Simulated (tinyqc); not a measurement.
Bloch-Grueneisen resistivity of a metal. Changing the temperature T. Computed by tinyqc, a small Python program. Command: `OMP_NUM_THREADS=1 python tinyqc.py 3024725 3024726 out.jsonl bg sweep`. One thread of a shared host (Intel(R) Xeon(R) Processor @ 2.30GHz), about 0.01 s of CPU time with the checks.

Electrons scatter from a Debye spectrum of phonons (n = 5 for scattering within one band, n = 3 for scattering into a second, heavy band) and from static defects.

Inputs (values chosen for the exercise, modelled on gold):

| quantity | value | unit |
|---|---|---|
| exponent n | 5 | - |
| Debye temperature Theta | 182 | K |
| transport coupling lambda_tr | 0.14 | - |
| Drude plasma energy hbar w_p | 8.7 | eV |
| residual resistivity rho_0 | 0.5 | microohm cm |

Addition: none.

Constants: k_B = 1.380649e-23 J/K; hbar = 1.054571817e-34 J s; eps_0 = 8.8541878128e-12 F/m; hbar = 6.582119569e-16 eV s; k_B = 8.617333262e-05 eV/K.

Method:
- rho_ph = (n - 1) rho_1 (T/Theta)^n J_n(Theta/T), with rho_1 = 2 pi lambda_tr k_B Theta/(hbar eps_0 w_p^2), the high-temperature line at T = Theta.
- J_n(y) = int_0^y x^n e^x/(e^x - 1)^2 dx, by 96 Gauss-Legendre points (upper limit at most 60).
- Matthiessen's rule: rho = rho_0 + rho_ph.
- Temperature coefficient (1/rho) d rho/dT by a central difference of +/- 0.5 K; residual ratio rho(295 K)/rho(4.2 K); scattering time tau = 1/(eps_0 w_p^2 rho); Wiedemann-Franz kappa = L_0 T/rho, L_0 = (pi^2/3)(k_B/e)^2.

One run for each value:

| temperature T (K) | resistivity rho (microohm cm) | phonon resistivity rho_ph (microohm cm) | temperature coefficient (1e-3/K) | Wiedemann-Franz conductivity (W/(m K)) |
|---|---|---|---|---|
| 10 | 0.5003 | 3.3763e-04 | 0.339 | 48.83 |
| 27 | 0.5328 | 3.2791e-02 | 8.388 | 123.80 |
| 45 | 0.6520 | 1.5204e-01 | 12.349 | 168.60 |
| 74 | 0.9009 | 4.0093e-01 | 9.633 | 200.66 |
| 120 | 1.2884 | 7.8839e-01 | 6.347 | 227.54 |
| 200 | 1.9226 | 1.4226e+00 | 4.035 | 254.14 |
| 330 | 2.9158 | 2.4158e+00 | 2.595 | 276.49 |
| 550 | 4.5699 | 4.0699e+00 | 1.639 | 294.02 |
| 900 | 7.1852 | 6.6852e+00 | 1.038 | 306.00 |

Give the missing row, temperature T (K) = 16.

Computed row; columns: (1) temperature T (K); (2) resistivity rho (microohm cm); (3) phonon resistivity rho_ph (microohm cm); (4) temperature coefficient (1e-3/K); (5) Wiedemann-Franz conductivity (W/(m K)):
```
(1)     (2)         (3)    (4)    (5)
16   0.5034  3.4391e-03  2.049  77.64
```

Interpolating between the two neighbouring rows (the first column on a logarithmic scale, the others too where they are positive) misses most in temperature coefficient (1e-3/K), by 25 %. Over the rows, resistivity rho (microohm cm) rises from 0.500 to 7.19 (exponent d ln y / d ln x 0.013 between the first rows and 0.92 between the last); phonon resistivity rho_ph (microohm cm) rises from 3.38e-4 to 6.69 (exponent d ln y / d ln x 4.9 between the first rows and 1.0 between the last); temperature coefficient (1e-3/K) goes from 0.339 through a maximum among these rows, 12.3 at 45.0, to 1.04. At the high end the exponent of phonon resistivity rho_ph is 1.01, close to 1: the linear law of classical vibrations. At the low end the exponent of Wiedemann-Franz conductivity is 0.99, close to 1: defect scattering, constant rho.

Caution (rows 74.0): below about Theta/2 small-angle phonon scattering degrades heat flow more than charge flow, so a thermal conductivity taken from rho by the Wiedemann-Franz law would be too high.

Extremes, crossings and ranges named in words are read from the listed rows.
